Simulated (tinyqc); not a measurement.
# Polycrystalline film, grain-boundary barriers (Seto model): effect of the temperature

One-dimensional grains of size Lg with donors N; each boundary has Qt acceptor-like traps per area at one level Et below the band edge. Trapped electrons qt deplete a width w = qt/N (both sides together) and raise a barrier Vb = q N w^2/(8 eps0 eps_r). Current crosses the barriers by thermionic emission at small bias. Abrupt depletion, full ionisation, Boltzmann statistics.

Nc is given at 250 K and scales as (T/250 K)^1.5; mg and vc are fixed. Partly depleted grains: the density at the grain centre is n0 = N and qt = Qt/(1 + 2 (Nc/N) exp((Vb - Et)/Vt)). If that gives qt >= N Lg, the grains are fully depleted: qt = N Lg, w = Lg and n0 = 2 Nc exp((Vb - Et)/Vt)/(Qt/(N Lg) - 1). Resistivity: barriers rb = Vt exp(Vb/Vt)/(q n0 vc Lg), grain interior rg = (1 - w/Lg)/(q mg N); effective mobility 1/(q N (rb + rg)).

Values chosen for this exercise; values close to those of polycrystalline silicon:
```
symbol,value,unit,meaning
eps_r,11.7,,relative permittivity of the semiconductor
Lg,400,nm,grain size
Qt,2.8e12,cm^-2,trap density at a boundary
N,3.5e17,cm^-3,donor density
mg,140,cm^2/(V s),mobility inside a grain
vc,6.9e6,cm/s,collection velocity at the barrier
Nc,2.13e19,cm^-3,conduction-band density of states at the reference temperature
Et,0.52,eV,trap level below the band edge
```

Constants: q = 1.602176634e-19 C, kB = 1.380649e-23 J/K, Vt = kB T/q, eps0 = 8.8541878128e-14 F/cm where lengths are in cm. Results are converted to the units shown.

The same in every row: n0 (cm^-3) = 3.500e17.

Result of one run:
```
w/Lg,Vb (V),resistivity (ohm cm)
0.1835,0.3646,3.121e4
```

Which temperature T gave this result: 220, 250, 280, 370 or 430 K?

T = 250 K.

The whole series:
```
T (K),w/Lg,Vb (V),resistivity (ohm cm)
220,0.1876,0.3811,6.574e5
250,0.1835,0.3646,3.121e4
280,0.1793,0.3480,2858
310,0.1749,0.3312,418.9
340,0.1704,0.3145,86.93
370,0.1658,0.2978,23.54
400,0.1612,0.2812,7.871
430,0.1564,0.2647,3.134
```

As T goes from 220 to 430 K, the barrier falls from 0.381 to 0.265 V and the resistivity falls from 6.57e5 to 3.13 ohm cm. The grains are fully depleted in 0 of the 8 rows. The activation energy between the first two rows is 0.481 eV.

Numbers from tinyqc (`OMP_NUM_THREADS=1 python tinyqc.py 2610118 2610119 out.jsonl`; about 0.01 s on one thread of a shared Intel Xeon 2.30GHz).
